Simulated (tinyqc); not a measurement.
# From mixing enthalpy H_mix back to second-pair interaction V2

Model: cluster expansion of a binary alloy: correlations, fit, cross-validation and ground states. Computed by tinyqc, a small Python program. Command: `OMP_NUM_THREADS=1 python tinyqc.py 3003071 3003072 out.jsonl clex inv`. One thread of a shared host (Intel(R) Xeon(R) Processor @ 2.30GHz), about 0.06 s of CPU time with the checks.

s = +1 for A and -1 for B. Energy per site E = J0 + J1 P(point) + sum over clusters of m V P, with P the mean product of spins; V > 0 on a pair favours unlike neighbours. Clusters per site m: pair 1 4, pair 2 3, pair 3 6, triplet 12; the triplet is two first-neighbour bonds closed by a second-neighbour bond. Formation energies are counted from the line between pure A and pure B, which removes J0 and J1.

Inputs (values chosen for the exercise, for a model alloy):
```
quantity                   value  unit
first-pair interaction V1   5.93   meV
third-pair interaction V3    0.2   meV
triplet interaction Vt     -0.28   meV
temperature T                360     K
fraction x of B             0.21     -
```

Lattice: bcc.

Constants: k_B = 8.617333262e-05 eV/K.

Method. Random alloy: P(pair) = p^2, P(triplet) = p^3, p = 1 - 2x, so H_mix = (p^2 - 1) sum m V(pairs) + (p^3 - p) m Vt; G_mix = H_mix + k_B T [x ln x + (1 - x) ln(1 - x)]. To first order in 1/T the Warren-Cowley parameter of shell 1 is alpha_1 = -(1 - p^2) V_eff/(k_B T), V_eff = V1 + (number of triplets on a first-neighbour bond) p Vt, that number being 6.

Question. A run gave the result below. Find the second-pair interaction V2, known to lie between 1.6 and 3.5 meV.

mixing enthalpy H_mix = -19.52391 meV/site

Answer.

Each step takes the trial c = (a f_b - b f_a)/(f_b - f_a), f being the result less the target and a, b, c the logarithms of the listed values; c replaces end b, the old b replaces a if the sign of f changed, and otherwise f_a is halved.

Scan of the range:
```
second-pair interaction V2 (meV)  mixing enthalpy H_mix (meV/site)
1.60                                                      -18.4290
1.82                                                      -18.8669
2.08                                                      -19.3846
2.37                                                      -19.9619
2.70                                                      -20.6188
3.07                                                      -21.3554
3.50                                                      -22.2115
```

False position (Illinois rule, in the logarithm of the input) inside the bracket:
```
step    end a    end b    trial  mixing enthalpy H_mix (meV/site)
1     2.08000  2.37000  2.14658                          -19.5171
2     2.37000  2.14658  2.14984                          -19.5236
3     2.37000  2.14984  2.15015                          -19.5242
4     2.14984  2.15015  2.15000                          -19.5239
```

Mixing enthalpy H_mix falls at every point of a 13-point scan of the range (every second point is shown), so one value fits; it is bracketed by 2.08 and 2.37. The scan shows a straight line, so linear interpolation between any two rows gives the answer at once. Answer: second-pair interaction V2 = 2.150 meV.
